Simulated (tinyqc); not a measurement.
Inputs raised by 5 %, one at a time: millisecond and nanosecond annealing: surface heating, thermal budget and solid-phase regrowth. Computed by tinyqc, a small Python program. Command: `OMP_NUM_THREADS=1 python tinyqc.py 3019260 3019261 out.jsonl flash sens`. One thread of a shared host (Intel(R) Xeon(R) Processor @ 2.30GHz), about 0.04 s of CPU time with the checks.

A square pulse heats the surface of a thick wafer with constant thermal properties; losses by radiation are neglected and silicon melts at 1414 C.

Inputs (values chosen for the exercise, modelled on hot silicon with arsenic):
```
quantity                      value        unit
incident fluence              0.167      J/cm^2
pulse length t_p            2.2e-08           s
reflectance R                  0.48           -
thermal conductivity k         0.27    W/(cm K)
heat capacity per volume c      2.2  J/(cm^3 K)
preheat temperature T0          200           C
dopant prefactor D0            10.5      cm^2/s
dopant activation energy E     3.99          eV
regrowth prefactor v0       5.8e+08        cm/s
regrowth energy E_v            2.71          eV
```

Source: pulsed laser.

Constants: k_B = 8.617333262e-05 eV/K.

Method:
- Absorbed flux q = (1 - R) fluence/t_p; kappa = k/c. With f(z, t) = (2 q/k) sqrt(kappa t) ierfc(z/(2 sqrt(kappa t))), ierfc(x) = exp(-x^2)/sqrt(pi) - x erfc(x): T = T0 + f(z, t) during the pulse and T0 + f(z, t) - f(z, t - t_p) after it.
- At the surface the rise at the end of the pulse is 2 q sqrt(t_p/(pi k c)); the fluence that just melts the surface scales with (1414 - T0).
- Temperatures in kelvin are T(C) + 273.15.
- Integrate exp(-E/(k_B T(t))) at the surface from 0 to 10 t_p (Gauss-Legendre, 60 points in sqrt(t) up to t_p and 60 in sqrt(t - t_p) after it). (Dt) = D0 x integral with E; regrowth = v0 x integral with E_v; effective time = integral/exp(-E/(k_B T_peak)).

Runs; columns: (1) input moved; (2) from; (3) to; (4) diffusion length 2 sqrt(Dt) (nm); (5) possible regrowth (nm); (6) effective time over t_p; (7) fluence at the melting threshold (J/cm^2):
```
(1)                                          (2)       (3)         (4)        (5)       (6)      (7)
base run                                       -         -  7.7548e-05  0.0008489  0.084935  0.23652
incident fluence (J/cm^2)                  0.167   0.17535  1.3437e-04  0.0017978  0.086055  0.23652
pulse length t_p (s)                     2.2e-08  2.31e-08  6.0202e-05  0.0006103  0.084413  0.24236
reflectance R                               0.48     0.504  4.5225e-05  0.0004068  0.083947  0.24796
thermal conductivity k (W/(cm K))           0.27    0.2835  5.8751e-05  0.0005813  0.084413  0.24236
heat capacity per volume c (J/(cm^3 K))      2.2      2.31  5.8751e-05  0.0005813  0.084413  0.24236
dopant prefactor D0 (cm^2/s)                10.5    11.025  7.9463e-05  0.0008489  0.084935  0.23652
```

Exponents ln(y'/y) / ln(x'/x):
```
input                       diffusion length 2 sqrt(Dt)  possible regrowth  effective time over t_p  fluence at the melting threshold
incident fluence                                 11.267             15.379                    0.269                             0.000
pulse length t_p                                 -5.189             -6.763                   -0.126                             0.500
reflectance R                                   -11.052            -15.080                   -0.240                             0.968
thermal conductivity k                           -5.689             -7.763                   -0.126                             0.500
heat capacity per volume c                       -5.689             -7.763                   -0.126                             0.500
dopant prefactor D0                               0.500              0.000                    0.000                             0.000
```

Which inputs matter most for each result?

Among the inputs moved here: diffusion length 2 sqrt(Dt) answers most in size to incident fluence (exponent +11.267), and about equally to reflectance R (-11.052). Its exponent +0.500 in dopant prefactor D0: a diffusion length. Possible regrowth answers most in size to incident fluence (exponent +15.379), and about equally to reflectance R (-15.080); its exponent is below 0.0005 for dopant prefactor D0. Effective time over t_p answers most in size to incident fluence (exponent +0.269), next to reflectance R (-0.240); its exponent is below 0.0005 for dopant prefactor D0. Fluence at the melting threshold answers most in size to reflectance R (exponent +0.968), next to pulse length t_p (+0.500); its exponent is below 0.0005 for incident fluence, dopant prefactor D0. Its exponent +0.500 in pulse length t_p: the heated depth grows as sqrt(t_p). Its exponent +0.500 in thermal conductivity k: the rise goes as 1/sqrt(k c).

Caution (all rows): cold silicon conducts heat several times better than the constant k used here, so the real melting fluence is higher. Caution (all rows): equilibrium diffusivities are used; implant damage enhances diffusion, and k and c vary with temperature. Caution (all rows): a diffusion length below the atomic spacing of 0.235 nm means about one jump per atom or fewer, so the profile does not change measurably.
